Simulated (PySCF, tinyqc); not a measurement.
Inside a calculation. Method: CCSD on RHF in the sto-3g basis, for H4, spin multiplicity 1. The lowest restricted solution is unstable here: a spin-polarised one lies 0.0602 hartree lower (PySCF). One step of it, computed by the program tinyqc.

Problem. Orthogonalisation. S = U s U^T; symmetric (Loewdin) form X = U s^(-1/2) U^T, so that X^T S X = 1.

overlap S:
```
          1H 1s     2H 1s     3H 1s     4H 1s
1H 1s  1.000000  0.349221  0.429795  0.191869
2H 1s  0.349221  1.000000  0.191869  0.429795
3H 1s  0.429795  0.191869  1.000000  0.349221
4H 1s  0.191869  0.429795  0.349221  1.000000
```

Give: eigenvalues of S; X.

Solution.

eigenvalues of S: 0.4129  0.7276  0.8887  1.9709

X:
```
         1H 1s    2H 1s    3H 1s    4H 1s
1H 1s   1.1254  -0.1831  -0.2389   0.0089
2H 1s  -0.1831   1.1254   0.0089  -0.2389
3H 1s  -0.2389   0.0089   1.1254  -0.1831
4H 1s   0.0089  -0.2389  -0.1831   1.1254
```
